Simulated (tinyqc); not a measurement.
Plane-wave Kohn-Sham cycle with exchange-only LDA in a layered model solid, step by step. One step of it, computed by the program tinyqc.

Task: Iteration 1: Hamiltonian at one k. H(m,m') = (k + G_m)^2/2 delta + V(G_m - G_m'), with V(-G) = V(G).

A solid whose potential varies along x alone (atomic units):
```
parameter                      value
period a                    9.900000
cross-section of the cell  13.000000
electrons per cell                 2
grid points                       16
plane waves -n..n, n               3
k points                           4
V1 in V1 cos(2 pi x/a)     -0.630000
V2 in V2 cos(4 pi x/a)      0.040000
```

V(G_m), m = 0, 1, 2, ... (hartree): [-0.245739, -0.315000, 0.020000, 0.000000, 0.000000, 0.000000, 0.000000]

k = 0.125000 2 pi / a

Give: H.

Result:

H (hartree), order -3, -2, -1, +0, +1, +2, +3:
```
[[1.4190, -0.3150, 0.0200, 0.0000, 0.0000, 0.0000, 0.0000],
 [-0.3150, 0.4623, -0.3150, 0.0200, 0.0000, 0.0000, 0.0000],
 [0.0200, -0.3150, -0.0915, -0.3150, 0.0200, 0.0000, 0.0000],
 [0.0000, 0.0200, -0.3150, -0.2426, -0.3150, 0.0200, 0.0000],
 [0.0000, 0.0000, 0.0200, -0.3150, 0.0092, -0.3150, 0.0200],
 [0.0000, 0.0000, 0.0000, 0.0200, -0.3150, 0.6637, -0.3150],
 [0.0000, 0.0000, 0.0000, 0.0000, 0.0200, -0.3150, 1.7211]]
```
